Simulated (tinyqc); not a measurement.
## Single-photon avalanche diode, trigger probability and counting: effect of the width of the multiplication layer

A multiplication layer of width W with the uniform field V/W; alpha = an exp(-bn/E) for electrons, beta = ap exp(-bp/E) for holes (local model, no dead space). a = alpha W, b = beta W. Electrons enter at x = 0, holes at x = W. P0 is the probability that an electron entering at 0 starts a lasting avalanche, PW the same for a hole entering at W.

Breakdown: ln(a/b) = a - b with a not equal to b. Above it PW/(1 - PW) = [P0/(1 - P0)] exp(b - a) and b ln(1 - P0) = a ln(1 - PW); the mean over pairs made evenly in the layer is Pm = ln[(1 - PW)/(1 - P0)]/(a - b). The excess bias is 10 % of VB in every row.

Values chosen for this exercise; ionisation coefficients close to those of silicon: electron prefactor an = 7.22e5 1/cm; electron field bn = 1.23 MV/cm; hole prefactor ap = 1.59e6 1/cm; hole field bp = 2.01 MV/cm.

Result of one run:
```
VB (V)  E at VB (MV/cm)  beta/alpha at VB      P0      PW
17.35            0.4232            0.3486  0.6557  0.3557
```

Which width of the multiplication layer W gave this result: 0.41, 0.67, 1.1, 3 or 5 um?

W = 0.41 um.

The whole series:
```
W (um)  VB (V)  E at VB (MV/cm)  beta/alpha at VB      P0      PW
0.15     8.710           0.5807            0.5748  0.4723  0.3397
0.25     12.22           0.4887            0.4464  0.5685  0.3519
0.41     17.35           0.4232            0.3486  0.6557  0.3557
0.67     24.99           0.3730            0.2720  0.7336  0.3528
1.1      36.60           0.3328            0.2113  0.8012  0.3445
1.8      54.05           0.3003            0.1640  0.8565  0.3318
3        81.74           0.2725            0.1258  0.9015  0.3149
5        124.6           0.2491           0.09620  0.9352  0.2952
```

As W grows, VB rises from 8.71 to 125 V, as W^(0.76) on average, the breakdown field falls from 0.581 to 0.249 MV/cm and beta/alpha falls from 0.575 to 0.0962. At equal relative excess P0 rises from 0.472 to 0.935 and PW goes from 0.340 through a maximum of 0.356 (at W = 0.41 um among the rows listed) to 0.295. For W = 0.15, 0.25 dead space and band-to-band tunnelling, left out here, matter.

Program tinyqc, `OMP_NUM_THREADS=1 python tinyqc.py 2630020 2630021 out.jsonl`; Intel Xeon 2.30GHz, shared host, one thread, about 0.01 s.
